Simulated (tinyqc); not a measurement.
Inside a calculation. Method: plane-wave Kohn-Sham cycle with exchange-only LDA in a layered model solid. Computed by tinyqc, a small Python program that keeps every step. Settings: points = 16, plane-wave index or count = 2, electrons = 2, k points = 1, area = 22.0, mixing = 0.1, iteration cap = 70. Command: `OMP_NUM_THREADS=1 python tinyqc.py 29534 29535 out.jsonl` (the two numbers bound the seeds that draw the settings). One thread of a shared host (Intel(R) Xeon(R) Processor @ 2.60GHz), about 0.01 s of CPU time with the checks.

A solid whose potential varies along x alone (atomic units):
```
parameter                      value
period a                   14.200000
cross-section of the cell  22.000000
electrons per cell                 2
grid points                       16
plane waves -n..n, n               2
k points                           1
V1 in V1 cos(2 pi x/a)     -0.700000
```

Stop when sqrt(dV sum R^2) is below 1e-8, dV = a A/N.

Course of the cycle:
```
iteration  E (hartree)  norm of the residual
1            -1.302309              1.59e-01
2            -1.203664              1.42e-01
3            -1.123720              1.26e-01
4            -1.059641              1.11e-01
5            -1.008718              9.80e-02
6            -0.968567              8.60e-02
7            -0.937155              7.53e-02
8            -0.912776              6.56e-02
9            -0.894012              5.69e-02
10           -0.879692              4.92e-02
11           -0.868861              4.23e-02
...                ...                   ...
60           -0.839184              2.41e-04
61           -0.839184              2.18e-04
62           -0.839184              1.97e-04
63           -0.839184              1.78e-04
64           -0.839185              1.61e-04
65           -0.839185              1.46e-04
66           -0.839185              1.32e-04
67           -0.839185              1.19e-04
68           -0.839185              1.08e-04
69           -0.839185              9.73e-05
70           -0.839185              8.79e-05
```

Can the last value be used, and what does the course show?

Not by the stop rule, although the second column moves by less than 1e-07 over the last three steps. Not converged within 70 iterations: the residual falls steadily but slowly, by a factor of about 0.90 a step. Reruns (cap 100 unless said): mixing 0.5, Kerker q0 1.0: not converged; mixing 0.3, Pulay depth 5: converged in 13 (E = -0.83918); the original settings with a cap of 400: converged in 160 (E = -0.83918).
